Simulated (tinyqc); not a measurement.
Transmission spectrum against simple models: phonon transmission through an interface between two chains by Green functions. Computed by tinyqc, a small Python program. Command: `OMP_NUM_THREADS=1 python tinyqc.py 3008359 3008360 out.jsonl agf walk`. One thread of a shared host (Intel(R) Xeon(R) Processor @ 2.30GHz), about 0.01 s of CPU time with the checks.

Two semi-infinite chains (masses m_1, m_2; springs k_1, k_2), motion along the chain. The central region holds the end atom of each chain and two interlayer atoms of mass m_b, joined by springs k_b. lambda = omega^2 in eV/(angstrom^2 u); nu = 15.6333042 THz x sqrt(lambda).

Inputs (values chosen for the exercise, for two model chains):
```
quantity,value,unit
mass m_1,48.6,u
spring k_1,2.77,eV/angstrom^2
mass m_2,24,u
spring k_2,1.32,eV/angstrom^2
junction spring k_b,1.58,eV/angstrom^2
interlayer mass m_b,17.4,u
probe frequency / lower band top,0.49,-
```

Atoms in the interlayer: two.

Constants: nu for 1 eV/(angstrom^2 u) = 15.6333042 THz.

Method:
- nu_max = 15.6333042 THz x 2 sqrt(k/m); impedance Z = sqrt(k m); long-wave transmission 4 Z_1 Z_2/(Z_1 + Z_2)^2; the probe frequency is the given share of the lower band top.
- In chain i, sin(q_i a/2) = nu/nu_max,i. An outgoing wave makes the next atom move as exp(i q_i a) times the end atom, so the lead adds the self-energy Sigma_i = -k_i exp(i q_i a) to the force-constant matrix; Gamma_i = -2 Im Sigma_i = 2 k_i sin(q_i a).
- A = lambda M - K - Sigma over the central atoms, with K_ii the sum of the springs at i, K_(i,i+1) = -k_b; G = inverse of A; transmission = Gamma_1 Gamma_2 |G_(first,last)|^2.
- Long-wave value 4 Z_1 Z_2/(Z_1 + Z_2)^2. Continuum estimate, with omega = sqrt(lambda): a slab of impedance Z_b = sqrt(k_b m_b) and phase p = omega x (number of interlayer atoms) x sqrt(m_b/k_b), tau = 4 Z_1 Z_2/[(Z_1 + Z_2)^2 cos^2 p + (Z_b + Z_1 Z_2/Z_b)^2 sin^2 p].

band top of chain 1 = 7.46453 THz

band top of chain 2 = 7.33267 THz

long-wave transmission = 0.879794

Z_1 = 11.6027 sqrt(eV u)/angstrom

Z_2 = 5.62850 sqrt(eV u)/angstrom

Transmission:
```
nu/nu_top,nu (THz),Green function,long-wave value,continuum estimate
0.05,0.3666,0.87914,0.87979,0.87863
0.15,1.0999,0.87296,0.87979,0.87010
0.25,1.8332,0.85666,0.87979,0.85659
0.35,2.5664,0.82708,0.87979,0.84337
0.45,3.2997,0.78814,0.87979,0.83520
0.55,4.0330,0.75300,0.87979,0.83482
0.65,4.7662,0.74092,0.87979,0.84235
0.75,5.4995,0.77352,0.87979,0.85528
0.85,6.2328,0.85183,0.87979,0.86900
0.92,6.7461,0.81083,0.87979,0.87618
0.98,7.1860,0.37319,0.87979,0.87940
```

What follows from these numbers?

The transmission starts at the impedance value 0.880 and vanishes at the lower band top, 7.33 THz, above which chain 2 has no states. It first falls below half of that value at nu/nu_top = 0.98. The continuum estimate is within 0.05 up to nu/nu_top = 0.45; it leaves out dispersion, and it puts the faces of the slab half a spring from its outer atoms.
